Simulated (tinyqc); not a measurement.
From results to parameters: minimal-basis H2. Computed by the program tinyqc with PySCF.

Problem. For two electrons in the two orbitals of minimal-basis H2, the CIS energies are e2 - e1 - J12 + 2 K12 and e2 - e1 - J12, and E_corr = D - sqrt(D^2 + K12^2) with 2D the energy of the double excitation. Find J12, K12, D, the MP2 energy and the weight of the double excitation.

orbital gap e2 - e1 = 0.37255470 hartree
CIS singlet and triplet energies (hartree): 0.375008  -0.145375
FCI correlation energy = -0.16796608 hartree

Solution. Half the singlet-triplet splitting is K12, the gap less the triplet energy is J12, D = (E_corr^2 - K12^2)/(2 E_corr), MP2 is -K12^2/(2 gap), and the weight is c^2/(1 + c^2) with c = E_corr/K12.

J12, K12, D (hartree): 0.518  0.260  0.118
MP2 correlation energy = -0.09086 hartree
weight of the double excitation = 0.2942
